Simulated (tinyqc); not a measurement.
# On-chip interconnect, size-dependent resistivity and RC delay: effects of single changes

A rectangular line between two neighbours and two ground planes. Surface and grain-boundary scattering are added to the bulk resistivity as corrections; capacitances are parallel-plate values without fringing; inductance is ignored.

Parameters, values chosen for the exercise; metal values close to those of copper:
- rho0 = 1.67 uohm cm (bulk resistivity)
- lam = 39.2 nm (bulk mean free path)
- ps = 0 (specular share of surface scattering)
- Rg = 0.32 (reflection coefficient of grain boundaries)
- gr = 0.7 (grain size over the metal width)
- wd = 32 nm (drawn line width)
- AR = 1.7 (aspect ratio, height over width)
- tl = 1.9 nm (liner on both walls and the bottom, not conducting)
- sp = 48 nm (space to the neighbouring lines)
- hd = 80 nm (dielectric height to the planes above and below)
- ek = 2.2 (relative permittivity of the dielectric)
- Mf = 1 (Miller factor of the neighbours)
- Rd = 1800 ohm (driver resistance)
- Cl = 0.83 fF (load capacitance)
- rho2 = 4.78 uohm cm (bulk resistivity of the second metal (close to rhodium))
- lam2 = 6.74 nm (mean free path of the second metal)
- tl2 = 0 nm (liner of the second metal)

Constants: eps0 = 8.8541878128e-12 F/m. Results are converted to the units shown.

Each table varies one quantity; the others keep the values above.

## Delay against the line length

Metal width x = wd - 2 tl, height y = AR wd - tl; grain boundaries (Mayadas-Shatzkes): al = (lam/(gr x)) Rg/(1 - Rg), g = 1/[1 - 3 al/2 + 3 al^2 - 3 al^3 ln(1 + 1/al)] - 1; surfaces (Fuchs-Sondheimer, thick limit): s = (3/8) lam (1 - ps)(1/x + 1/y); rho = rho0 (1 + g + s); r = rho/(x y); c = eps0 ek (2 wd/hd + 2 Mf AR wd/sp). Elmore delay tE = Rd (c Lw + Cl) + r Lw (c Lw/2 + Cl); t50 is the time at which the far end of a ladder of 30 pi sections (half capacitances at both ends, Cl at the far end, a step applied through Rd) reaches half the step; line share r Lw/(Rd + r Lw); estimate 0.69 Rd (c Lw + Cl) + 0.38 r c Lw^2 + 0.69 r Lw Cl.

The same in every row: rho (uohm cm) = 5.162; r (ohm/um) = 34.86; c (fF/um) = 0.05974.

Results:

| Lw (um) | tE (ps) | t50 (ps) | estimate (ps) | line share of the resistance (%) |
|---|---|---|---|---|
| 1 | 1.632 | 1.131 | 1.126 | 1.900 |
| 3 | 1.913 | 1.328 | 1.320 | 5.492 |
| 20 | 4.640 | 3.290 | 3.231 | 27.92 |
| 50 | 10.92 | 7.925 | 7.717 | 49.20 |
| 100 | 25.55 | 18.89 | 18.36 | 65.95 |
| 400 | 222.7 | 168.0 | 165.3 | 88.57 |
| 1000 | 1179 | 892.6 | 886.6 | 95.09 |
| 3000 | 9783 | 7410 | 7406 | 98.31 |

Estimate the missing row, Lw = 7 um.

Computed row:

| Lw (um) | tE (ps) | t50 (ps) | estimate (ps) | line share of the resistance (%) |
|---|---|---|---|---|
| 7 | 2.500 | 1.745 | 1.729 | 11.94 |

With this row back in the table: As Lw goes from 1 to 3000, r stays at 34.9 ohm/um, c stays at 0.0597 fF/um and t50 rises from 1.13 to 7410 ps. t50/tE lies between 0.693 and 0.757, and the estimate is within 2.8 % of t50. The delay goes as Lw^(0.15) for the shortest lines and Lw^(1.93) for the longest; the line resistance equals Rd at 51.6 um.

## Two metals against line width

Metal width x = wd - 2 tl, height y = AR wd - tl; grain boundaries (Mayadas-Shatzkes): al = (lam/(gr x)) Rg/(1 - Rg), g = 1/[1 - 3 al/2 + 3 al^2 - 3 al^3 ln(1 + 1/al)] - 1; surfaces (Fuchs-Sondheimer, thick limit): s = (3/8) lam (1 - ps)(1/x + 1/y); rho = rho0 (1 + g + s); r = rho/(x y). The second metal has rho2, lam2 and tl2 in place of rho0, lam and tl; ps, Rg, gr and AR are shared.

Two metals against line width:

| wd (nm) | rho, first (uohm cm) | rho, second (uohm cm) | r, first (ohm/um) | r, second (ohm/um) | ratio second/first |
|---|---|---|---|---|---|
| 6.5 | 35.28 | 12.36 | 1.428e4 | 1721 | 0.1205 |
| 8 | 23.69 | 10.96 | 4820 | 1007 | 0.2090 |
| 10 | 16.82 | 9.742 | 1796 | 573.0 | 0.3190 |
| 13 | 12.03 | 8.613 | 647.1 | 299.8 | 0.4633 |
| 17 | 8.973 | 7.724 | 251.8 | 157.2 | 0.6244 |
| 22 | 7.017 | 7.064 | 108.6 | 85.85 | 0.7905 |
| 30 | 5.421 | 6.463 | 42.14 | 42.24 | 1.002 |
| 45 | 4.082 | 5.908 | 13.28 | 17.16 | 1.292 |
| 70 | 3.188 | 5.508 | 4.112 | 6.613 | 1.608 |
| 120 | 2.545 | 5.207 | 1.084 | 2.127 | 1.963 |

What does the table show?

The resistivity of the first metal falls from 35.3 to 2.54 uohm cm and that of the second goes from 12.4 to 5.21 uohm cm as the line widens. The products rho0 lam, which set the size effect, are 65.5 and 32.2 uohm cm nm. The two resistances cross at wd = 29.9 nm: below it the second metal gives the lower line resistance. For widths well under the mean free path the thick-limit surface term is only a guide.

Range of the model: The metal width is under the mean free path, where the thick-limit surface term and the simple sum of corrections lose accuracy.

tinyqc, about 0.01 s, one thread, Intel Xeon 2.30GHz (shared host): `OMP_NUM_THREADS=1 python tinyqc.py 2100034 2100035 out.jsonl`
